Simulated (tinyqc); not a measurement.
Harmonic frequencies on the RHF/sto-6g surface (energies and gradients from PySCF), for H3+, spin multiplicity 1, step by step. One step of it, computed by the program tinyqc.

Question. One row of the Hessian: 1Hy. Displace 1Hy by +/-0.01 bohr; H(k, :) = (g(+) - g(-)) / (2 delta).

optimised positions (bohr), order 1H, 2H, 3H:
```
[[0.116712, 0.983535, 0.062576],
 [0.030456, -0.619283, 0.926807],
 [-0.009218, -0.562674, -0.894897]]
```

gradient at +delta (hartree/bohr), order 1H, 2H, 3H:
```
[[0.00015001, 0.00224637, 0.00004934],
 [-0.00005486, -0.00116787, 0.00094445],
 [-0.00009515, -0.00107850, -0.00099379]]
```

gradient at -delta (hartree/bohr), order 1H, 2H, 3H:
```
[[-0.00015515, -0.00229454, -0.00004945],
 [0.00005711, 0.00119428, -0.00096507],
 [0.00009804, 0.00110026, 0.00101452]]
```

Give: row of the Hessian.

Answer.

row of the Hessian (hartree/bohr^2): [0.01526, 0.22705, 0.00494, -0.00560, -0.11811, 0.09548, -0.00966, -0.10894, -0.10042]
